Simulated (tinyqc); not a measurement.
What each parameter does: heterojunction of two tight-binding chains.

Left chain: hopping -t1, sites at 2 t1 (band bottom 0). Right chain: hopping -t2, sites at dE + 2 t2 (bottom dE). t = c/(m a^2), c = hbar^2/2m0. The bond across the interface is -tc with tc = f sqrt(t1 t2), and the last left site has the extra energy U. In a chain E = bottom + 2t (1 - cos(ka)); the surface Green function of a half chain is g = -exp(ika)/t, with Im k > 0 where cos(ka) > 1.

Constants: hbar^2/2m0 = 3.80998211 eV angstrom^2.

Inputs chosen for the exercise (masses and offset of the size met at InAs / GaSb; shifted at random, so the results belong to these values and not to a real crystal):

| symbol | value | unit | meaning |
|---|---|---|---|
| a | 5.65 | angstrom | site spacing |
| m1 | 0.028 | m0 | mass on the left |
| m2 | 0.042 | m0 | mass on the right |
| dE | 0.84 | eV | band offset |
| f | 1 |  | factor on the interface hopping |
| U | -0.66 | eV | extra energy on the last left site |
| E | 1.18 | eV | electron energy |

T = 4 Im(S1) Im(S2) |G|^2 with G = 1/(E - 2 t1 - U - S1 - S2), S1 = -t1 exp(i k1 a), S2 = -(tc^2/t2) exp(i k2 a).

Results for these values:

| case | T | k1 a | k2 a |
|---|---|---|---|
| base | 0.8936 | 0.5324 | 0.3476 |

What happens to each result for U = -0.46 eV, all else kept?

Answer: T rises from 0.8936 to 0.9170; k1 a does not change at the printed digits; k2 a does not change at the printed digits.

The same for each parameter in turn:

| case | T | k1 a | k2 a |
|---|---|---|---|
| base | 0.8936 | 0.5324 | 0.3476 |
| m1 = 0.0336 m0 | 0.8527 | 0.5847 | 0.3476 |
| m2 = 0.0504 m0 | 0.9181 | 0.5324 | 0.3812 |
| dE = 0.79 eV | 0.9123 | 0.5324 | 0.3726 |
| f = 0.9 | 0.9082 | 0.5324 | 0.3476 |
| U = -0.46 eV | 0.9170 | 0.5324 | 0.3476 |
| a = 4.52 angstrom | 0.9163 | 0.4241 | 0.2776 |

tinyqc: `OMP_NUM_THREADS=1 python tinyqc.py 1481768 1481769 out.jsonl`; about 0.01 s, one thread, shared Intel(R) Xeon(R) Processor @ 2.30GHz.
